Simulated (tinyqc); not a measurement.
Doping from two capacitances.

Problem. An abrupt p-n junction obeys 1/C^2 = 2 (Vbi - V)/(q eps0 eps_r Ne), Ne = Na Nd/(Na + Nd), Vbi = Vt ln(Na Nd/ni^2), V the bias of the p side. Nd is known to be the larger doping. Find Ne, Vbi, Na and Nd.

Inputs (values chosen for the exercise):
```
symbol,value,unit,meaning
T,400,K,temperature
eps_r,11.8,,relative permittivity
```

Constants: q = 1.602176634e-19 C, kB = 1.380649e-23 J/K, Vt = kB T/q, eps0 = 8.8541878128e-14 F/cm where lengths are in cm. Results are converted to the units shown.

C at V = -0.5 and -6.4 V (nF/cm^2): [28.648231, 11.356725]
ni = 4.2557697e12 cm^-3

Answer. The slope of 1/C^2 against -V gives Ne and its intercept Vbi. Then Na Nd = ni^2 exp(Vbi/Vt) and Na + Nd = Na Nd/Ne, so both are roots of one quadratic.

Ne = 1.08e16 cm^-3
Vbi = 0.600 V
Na = 1.40e16 cm^-3
Nd = 4.70e16 cm^-3

Numbers from tinyqc (`OMP_NUM_THREADS=1 python tinyqc.py 2000159 2000160 out.jsonl`; about 0.02 s on one thread of a shared Intel Xeon 2.30GHz).
